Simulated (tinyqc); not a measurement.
Length of a molecular wire: coherent transport through a tight-binding bridge. Computed by the program tinyqc. 

A uniform bridge between two chains:
```
parameter                        value
site energy (eV)              2.760000
hopping in the bridge (eV)    1.400000
lead hopping (eV)             1.960000
couplings (eV)              0.35, 1.18
E (eV)                       -0.140000
```

T = Gamma_L Gamma_R |G_1n|^2 with the self-energies of semi-infinite chains.

Transmission against length:
```
sites           T     ln T
2      7.7227e-03  -4.8636
3      3.6558e-03  -5.6114
4      1.9087e-03  -6.2613
5      1.0488e-03  -6.8601
6      5.9277e-04  -7.4307
7      3.4037e-04  -7.9855
8      1.9723e-04  -8.5311
9      1.1490e-04  -9.0715
10     6.7138e-05  -9.6088
```

E lies outside the band of the bridge (|E - e|/2h = 1.036 > 1), so T decays as exp(-beta n) with beta = 2 arccosh(1.036) = 0.5329 a site; the last two rows give 0.5373.
